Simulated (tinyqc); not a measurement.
Nanosheet or nanowire with hard walls, valleys of the Si type: one step. One-dimensional subbands. Three cases, with inputs chosen for the exercise.

Problem. The ten lowest levels of all groups together, numbered within each group.

Hard walls around a W x H rectangle. The block w_c of w in (y, z) confines; the transport mass follows from 1/m_x = w_xx - w_xc w_c^-1 w_cx. The cross-section problem c (w_yy ky^2 + 2 w_yz ky kz + w_zz kz^2), c = hbar^2/2m0, is solved in products sin(n pi y/W) sin(l pi z/H), n, l = 1 to 12; if w_yz = 0 the levels are c pi^2 (w_yy n^2/W^2 + w_zz l^2/H^2). The w_yz term couples (n, l) to (n', l') by -2 c w_yz D_nn'(W) D_ll'(H) with D_nm(L) = 4 n m/(L (n^2 - m^2)) for n + m odd and 0 otherwise.

Constants: hbar^2/2m0 = 3.80998211 eV angstrom^2.

Case 1.

Values chosen (out of a larger set: near those of Si; not measured data): W = 50 angstrom (width, along y); H = 70 angstrom (height, along z = [001]).

Valleys:
```
group  valleys g      w_yy      w_zz    |w_yz|  m_x (m0)
A              2  5.376344  1.070664  0.000000  0.186000
B              4  3.223504  5.376344  0.000000  0.560000
```

Case 2.

Values chosen (out of a larger set: near those of Si; not measured data): W = 240 angstrom (width, along y); H = 40 angstrom (height, along z = [001]).

Valleys:
```
group  valleys g      w_yy      w_zz    |w_yz|  m_x (m0)
A              2  5.181347  1.085776  0.000000  0.193000
B              4  3.133562  5.181347  0.000000  0.557000
```

Case 3.

Values chosen (out of a larger set: near those of Si; not measured data): W = 50 angstrom (width, along y); H = 52 angstrom (height, along z = [001]).

Valleys:
```
group  valleys g      w_yy      w_zz    |w_yz|  m_x (m0)
A              2  5.154639  1.086957  0.000000  0.194000
B              2  1.086957  5.154639  0.000000  0.194000
C              2  5.154639  5.154639  0.000000  0.920000
```

Give: Subbands.

Solution.

Case 1.

Subbands:
```
label  valleys g  m_x (m0)  E (eV)
A1             2    0.1860  0.0891
B1             4    0.5600  0.0897
A2             2    0.1860  0.1137
A3             2    0.1860  0.1548
A4             2    0.1860  0.2123
B2             4    0.5600  0.2135
B3             4    0.5600  0.2352
A5             2    0.1860  0.2863
A6             2    0.1860  0.3317
A7             2    0.1860  0.3563
```

The lowest subband is A1; the number of further ones in the list within kB T = 30.2 meV of it at 350 K is 2.

Case 2.

Subbands:
```
label  valleys g  m_x (m0)  E (eV)
A1             2    0.1930  0.0289
A2             2    0.1930  0.0390
A3             2    0.1930  0.0560
A4             2    0.1930  0.0796
A5             2    0.1930  0.1055
A6             2    0.1930  0.1101
A7             2    0.1930  0.1156
B1             4    0.5570  0.1238
B2             4    0.5570  0.1300
A8             2    0.1930  0.1325
```

The lowest subband is A1; the number of further ones in the list within kB T = 30.2 meV of it at 350 K is 2.

Case 3.

Subbands:
```
label  valleys g  m_x (m0)  E (eV)
B1             2    0.1940  0.0880
A1             2    0.1940  0.0926
B2             2    0.1940  0.1371
A2             2    0.1940  0.1380
C1             2    0.9200  0.1492
A3             2    0.1940  0.2136
B3             2    0.1940  0.2188
B4             2    0.1940  0.3031
A4             2    0.1940  0.3194
A5             2    0.1940  0.3252
```

The lowest subband is B1; the number of further ones in the list within kB T = 25.9 meV of it at 300 K is 1.

Computed by tinyqc, one run a case: `OMP_NUM_THREADS=1 python tinyqc.py N N+1 out.jsonl` with N = 1281736, 1281935, 1282133; one thread of a shared Intel(R) Xeon(R) Processor @ 2.30GHz, about 0.06 s a run at most.
